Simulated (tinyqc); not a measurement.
Film, cylinder and sphere at the same misfit: thermal stress, cracking, delamination and buckling of a thin film; Griffith cracks and misfitting inclusions. Computed by tinyqc, a small Python program. Command: `OMP_NUM_THREADS=1 python tinyqc.py 3009667 3009668 out.jsonl filmcrack walk`. One thread of a shared host (Intel(R) Xeon(R) Processor @ 2.30GHz), about 0.01 s of CPU time with the checks.

Isotropic linear elasticity; the substrate is much thicker than the film; stress is positive in tension.

Inputs (values chosen for the exercise, for a model film):

| quantity | value | unit |
|---|---|---|
| film Young's modulus E | 318 | GPa |
| film Poisson ratio nu | 0.26 | - |
| film expansion alpha_f | 2.16 | 1e-6/K |
| substrate expansion alpha_s | 3.2 | 1e-6/K |
| deposition temperature T_d | 1125 | K |
| final temperature T | 300 | K |
| intrinsic stress | -550 | MPa |
| film thickness h | 2.2 | micrometre |
| substrate Young's modulus E_s | 160 | GPa |
| substrate Poisson ratio nu_s | 0.23 | - |

Method. Thermal strain = (alpha_f - alpha_s)(T_d - T); stress = E/(1 - nu) x strain + intrinsic stress; plane-strain modulus Ebar = E/(1 - nu^2); G0 = stress^2 h/(2 Ebar) is the energy freed per area when a long strip loses its stress across its width. Thermal misfit e alone, mean stress = trace/3 and largest difference of principal stresses inside. Film: E e/(1 - nu) in two directions, 0 in the third. Cylinder: s0 = (1 + nu) e/[(1 + nu)(1 - 2 nu)/E + (1 + nu_s)/E_s] twice and s_zz = E e + 2 nu s0. Sphere: e/[(1 - 2 nu)/E + (1 + nu_s)/(2 E_s)] three times.

thermal strain = -8.58e-04

Stresses inside (MPa):

| shape | s1 | s2 | s3 | mean | largest difference |
|---|---|---|---|---|---|
| film | -368.71 | -368.71 | 0.00 | -245.81 | 368.71 |
| cylinder | -112.74 | -112.74 | -331.47 | -185.65 | 218.73 |
| sphere | -160.28 | -160.28 | -160.28 | -160.28 | 0.00 |

The mean stress in size is 246 MPa in the film, 186 in the cylinder and 160 in the sphere, while the largest difference, twice the largest shear stress, goes from 369 through 219 to 0. In a ductile solid shear can relax by slip and hydrostatic stress cannot.

Extremes, crossings and ranges named in words are read from the listed rows.
